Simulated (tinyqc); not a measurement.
Growth mode over temperature: epitaxial growth on a vicinal surface: Burton-Cabrera-Frank step flow, step-edge barrier and island nucleation. Computed by tinyqc, a small Python program. Command: `OMP_NUM_THREADS=1 python tinyqc.py 3007823 3007824 out.jsonl stepflow walk`. One thread of a shared host (Intel(R) Xeon(R) Processor @ 2.30GHz), about 0.03 s of CPU time with the checks.

Adatoms land at rate F, hop on a square grid (a simplification for hexagonal faces), desorb, or join steps. Lengths are in units of a and n is the adatom coverage. Steps ascend at x = 0 and descend at x = l.

Inputs (values chosen for the exercise, close to those used for 4H-SiC(0001)): site spacing a = 3.08 angstrom; step height h = 2.52 angstrom; diffusion barrier E_d = 1.87 eV; desorption energy E_a = 3.89 eV; adatom formation energy E_f = 1.58 eV; step-edge barrier E_s = 0 eV; attempt frequency nu = 5 THz; deposition rate F = 0.32 layers/s; miscut angle = 1 degrees; temperature T = 1320 C; critical nucleus size i = 2; binding energy of the critical nucleus E_i = 0.83 eV.

Constants: k_B = 8.617333262e-05 eV/K.

Method:
- D = nu exp(-E_d/(k_B T)) (a^2/s, nu counted per direction); tau = exp(E_a/(k_B T))/nu; x_s = sqrt(D tau); n_eq = exp(-E_f/(k_B T)); terrace width l = h/(a tan(miscut)); Schwoebel length l_s = exp(E_s/(k_B T)) - 1.
- D n'' - n/tau + F = 0 with n(0) = n_eq and -l_s n'(l) = n(l) - n_eq. With u = n - F tau, A = n_eq - F tau, y = l/x_s, s = l_s/x_s: u = A cosh(x/x_s) + B sinh(x/x_s), B = A (1 - cosh y - s sinh y)/(sinh y + s cosh y). Flux into the ascending step J+ = D B/x_s, over the descending one J- = -(D/x_s)(A sinh y + B cosh y); step velocity J+ + J-; growth rate (J+ + J-)/l. For small y: J+ + J- = (F - n_eq/tau) l, J-/J+ = l/(l + 2 l_s).
- Island density on a flat surface without desorption: N = 0.25 (F/D)^(i/(i+2)) exp(E_i/((i+2) k_B T)) per site, with E_i = 0 for i = 1; spacing l_n = N^(-1/2). Step flow needs an effective width l_eff = 2 x(peak) below l_n.
- Temperatures in kelvin are T(C) + 273.15.
- x(peak) solves tanh(x/x_s) = -B/A. Rows where evaporation outweighs deposition are left out.

Scales:
```
T (C)  x_s (a)  l_s (a)  incorporated share  l_n (a)  l_eff/l_n
1120    4505.2        0             0.99999   34.116     1.3739
1170    3366.1        0             0.99998   40.231     1.1651
1220    2564.6        0             0.99997   46.921     0.9990
1270    1988.7        0             0.99993   54.180     0.8651
1320    1566.9        0             0.99985   62.000     0.7560
1370    1252.6        0             0.99962   70.369     0.6661
1420    1014.7        0             0.99901   79.272     0.5913
1470     832.0        0             0.99734   88.694     0.5285
1520     689.7        0             0.99301   98.616     0.4753
```

What does the comparison show, and why?

The ratio falls below 1 between 1170 and 1220 C: islands below, step flow above. Incorporation goes from 100.0 % to 99.3 %.

Extremes, crossings and ranges named in words are read from the listed rows.
